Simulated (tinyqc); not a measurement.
Gate sweep: gated graphene: carriers, quantum capacitance and optical conductivity.

Cones E = +/- hv |k|, four flavours, D(E) = 2|E|/(pi hv^2). n = (2/pi)(kT/hv)^2 F_1(mu/kT), p = (2/pi)(kT/hv)^2 F_1(-mu/kT), in 1/angstrom^2 (1e16 for 1/cm^2); F_1(eta) = integral_0^infinity x dx/(1 + exp(x - eta)). Cq/e^2 = d(n - p)/d mu = (2 kT/(pi hv^2)) ln(2 + 2 cosh(mu/kT)).

Gate: V = mu/e + e (n - p)/Cox with Cox/e^2 = k/(4 pi e2 t), t in angstrom, e2 = e^2/(4 pi eps0); 1/(eV angstrom^2) in C/e^2 equals 1602.176634 microfarad/cm^2; total 1/C = 1/Cox + 1/Cq.

Constants: kB = 8.617333262e-05 eV/K; e^2/(4 pi eps0) = 14.39964547 eV angstrom.

Inputs chosen for the exercise (Fermi velocity near that of graphene, gate dielectric near SiO2; shifted at random, so the results belong to these values and not to a real crystal):
- hv = 7.01 eV angstrom (hbar vF)
- T = 400 K
- k = 3.88 (dielectric constant of the gate layer)
- t = 10 nm (its thickness)

Results:
```
V (V)  mu (eV)  n - p (1/cm^2)  n + p (1/cm^2)  Cq (microfarad/cm^2)  C/Cox  Cox V/e (1/cm^2)
0       0.0000               0        2.53e+11                 0.992  0.743                 0
0.050   0.0128        7.98e+10        2.64e+11                  1.02  0.747          1.07e+11
0.13    0.0322        2.10e+11        3.20e+11                  1.14  0.769          2.79e+11
0.33    0.0721        5.53e+11        5.90e+11                  1.66  0.829          7.08e+11
0.66    0.1190        1.16e+12        1.17e+12                  2.51  0.880          1.42e+12
1.2     0.1735        2.20e+12        2.20e+12                  3.61  0.913          2.57e+12
1.7     0.2129        3.19e+12        3.19e+12                  4.42  0.928          3.65e+12
2.5     0.2647        4.79e+12        4.79e+12                  5.50  0.941          5.36e+12
3.7     0.3282        7.23e+12        7.23e+12                  6.81  0.952          7.93e+12
```

At neutrality n + p = 2.53e+11 1/cm^2 of thermal carriers remain and C/Cox = 0.743; at the last row C/Cox = 0.952 and the plain capacitor rule overstates n - p by 9.7 %. Between the last two rows mu goes as V^0.55; for |mu| well above kT the limits are 1/2 where Cox is small against Cq and 1 where it is large.

Run: tinyqc, `OMP_NUM_THREADS=1 python tinyqc.py 1650857 1650858 out.jsonl`; Intel(R) Xeon(R) Processor @ 2.30GHz, one thread, shared host; about 0.01 s of CPU time with all checks.
